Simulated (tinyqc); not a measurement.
Schottky barrier on an n-type semiconductor with a doping step, non-linear Poisson equation by Newton steps: Capacitance-voltage profiling.

One dimension, metal at x = 0, donor density C(x) = N1 for x < x1 and Nd beyond. Energies are counted from the electron Fermi level of the semiconductor and the conduction-band edge is Ec = -psi, so n = Nc exp(psi/Vt); holes follow the Fermi level of the metal, at -V, so p = Nv exp((V - psi - Eg)/Vt). Ends: psi(0) = V - phiB and psi = Vt ln(Nd/Nc) deep inside. Boltzmann statistics, full ionisation, no current, no image force in the Poisson equation.

The Poisson equation d/dx(eps0 eps_r dpsi/dx) = -q (p - n + C) is solved on a mesh of about 1000 nodes or more that ends in neutral material. C_s = q d/dV of the integral of n over x, from the linearised equation. Probed depth w = eps0 eps_r/C_s; apparent doping N_app = C_s^3/(q eps0 eps_r dC_s/dV), the derivative by central differences over +/- 0.02 V.

Inputs (values chosen for the exercise); band and dielectric values those of a made-up semiconductor: temperature T = 350 K; band gap Eg = 1.32 eV; relative permittivity eps_r = 8.81; conduction-band density of states at T Nc = 2.73e19 cm^-3; valence-band density of states at T Nv = 3.38e19 cm^-3; donor density deep in the semiconductor Nd = 1.1e17 cm^-3; barrier height phiB = 0.72 eV; depth of the doping step x1 = 77 nm; donor density above the step N1 = 5.5e15 cm^-3.

Constants: q = 1.602176634e-19 C, kB = 1.380649e-23 J/K, Vt = kB T/q, eps0 = 8.8541878128e-14 F/cm where lengths are in cm. Results are converted to the units shown.

The same in every row: true C(w) (cm^-3) = 1.10e17.

Capacitance-voltage profiling:
```
V (V)  C_s (nF/cm^2)  w (nm)  N_app (cm^-3)  |E_0| (kV/cm)
0               77.2     101        1.03e17           63.6
-0.5            64.4     121        1.10e17            109
-1              56.4     138        1.10e17            147
-1.5            50.8     153        1.10e17            181
-2              46.6     167        1.10e17            213
-2.5            43.3     180        1.10e17            241
-3              40.7     192        1.10e17            268
-3.5            38.4     203        1.10e17            294
-4              36.5     214        1.10e17            318
-4.5            34.8     224        1.10e17            340
-5              33.4     234        1.10e17            362
```

C_s falls from 77.2 to 33.4 nF/cm^2 while the probed depth goes from 101 to 234 nm. The apparent doping rises from 1.03e17 to 1.10e17 cm^-3. It departs most from the true doping at that depth for V = 0 V, where it is 6.6 % below it; the method senses the electrons at the edge of the depleted layer, which are smeared over a few Debye lengths (LD = 12 nm at Nd), so it cannot follow a doping that changes on that scale.

Numbers from tinyqc (`OMP_NUM_THREADS=1 python tinyqc.py 2020009 2020010 out.jsonl`; about 0.09 s on one thread of a shared Intel Xeon 2.30GHz).
